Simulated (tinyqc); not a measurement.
Front-illuminated p-i-n photodiode, quantum efficiency and bandwidth: efficiency and bandwidth against the diameter.

Light enters through a p layer (0 to xp), a depleted layer (xp to xp + wi) and a thick n substrate, decaying as exp(-al x); one pass, no back reflection. Carriers made in the depleted layer are all collected; those in the neutral layers diffuse.

k = al Ln, s = S Ln/Dn, e = exp(-al xp); front layer f1 = (k/(k^2 - 1)) {[s + k - e (s cosh(xp/Ln) + sinh(xp/Ln))]/[s sinh(xp/Ln) + cosh(xp/Ln)] - k e}; depleted layer f2 = e (1 - exp(-al wi)); substrate f3 = e exp(-al wi) al Lp/(1 + al Lp); external efficiency (1 - Rf)(f1 + f2 + f3); responsivity = efficiency q lam/(h c). Drift response for pairs made in the depleted layer, a = al wi, g = 1 - exp(-a), u = 2 pi i f, te = wi/ve, th = wi/vh: electrons He = [g - a (exp(-a) - exp(-u te))/(u te - a)]/(u te g), holes Hh = [g - a (1 - exp(-a - u th))/(a + u th)]/(u th g); C = eps0 eps_r pi (dia/2)^2/wi + Cp; total |He + Hh|/sqrt(1 + (2 pi f RL C)^2), for the current of the depleted layer alone. Limits are the frequencies at which each factor falls to 1/sqrt(2); inverse-square sum (f_transit^-2 + f_RC^-2)^(-1/2); the diffusion currents f1 and f3 are left out of the bandwidth.

Parameters, values chosen for the exercise; values close to those of germanium at this wavelength: wavelength lam = 1550 nm; absorption coefficient al = 1560 1/cm; reflectance of the front face Rf = 0.05; relative permittivity eps_r = 16.8; thickness of the front p layer xp = 0.2 um; thickness of the depleted layer wi = 7.3 um; electron diffusion coefficient in the p layer Dn = 13 cm^2/s; electron diffusion length in the p layer Ln = 13 um; recombination velocity of the front surface S = 3e6 cm/s; hole diffusion length in the thick n substrate Lp = 12 um; electron drift velocity ve = 5.76e6 cm/s; hole drift velocity vh = 4.07e6 cm/s; load resistance RL = 50 ohm; parasitic capacitance Cp = 20 fF.

Constants: q = 1.602176634e-19 C, h = 6.62607015e-34 J s, c = 299792458 m/s, eps0 = 8.8541878128e-14 F/cm where lengths are in cm. Results are converted to the units shown.

The same in every row: f2 = 0.6589; f1 + f3 = 0.2203; responsivity (A/W) = 1.044; transit limit (GHz) = 3.757.

Result of one run:

| dia (um) | RC limit (GHz) | 3 dB bandwidth (GHz) | inverse-square sum (GHz) | bandwidth x (1 - Rf) f2 (GHz) |
|---|---|---|---|---|
| 1000 | 0.1986 | 0.1983 | 0.1984 | 0.1241 |

What becomes of these results when the diameter dia is changed from 1000 to 500 um, all else the same?

Result of the changed run:

| dia (um) | RC limit (GHz) | 3 dB bandwidth (GHz) | inverse-square sum (GHz) | bandwidth x (1 - Rf) f2 (GHz) |
|---|---|---|---|---|
| 500 | 0.7916 | 0.7687 | 0.7746 | 0.4812 |

The whole series:

| dia (um) | RC limit (GHz) | 3 dB bandwidth (GHz) | inverse-square sum (GHz) | bandwidth x (1 - Rf) f2 (GHz) |
|---|---|---|---|---|
| 5 | 156.0 | 3.755 | 3.756 | 2.351 |
| 10 | 147.4 | 3.755 | 3.755 | 2.350 |
| 20 | 120.6 | 3.754 | 3.755 | 2.350 |
| 50 | 53.04 | 3.743 | 3.747 | 2.343 |
| 100 | 17.68 | 3.642 | 3.675 | 2.280 |
| 200 | 4.822 | 2.838 | 2.963 | 1.776 |
| 500 | 0.7916 | 0.7687 | 0.7746 | 0.4812 |
| 1000 | 0.1986 | 0.1983 | 0.1984 | 0.1241 |

As dia goes from 5 to 1000, the responsivity stays at 1.04 A/W and the bandwidth falls from 3.76 to 0.198 GHz. The RC limit is the lower one for dia = 500, 1000, the transit limit elsewhere. Adding inverse squares of the two limits is within 4.4 % of the full result. In every row the diffusion currents exceed 0.3 of the drift current; their own response times, left out, may then shape the whole response.

Computed by the program tinyqc: `OMP_NUM_THREADS=1 python tinyqc.py 2250134 2250135 out.jsonl`, one thread of a shared Intel Xeon 2.30GHz, about 0.01 s for the whole run.
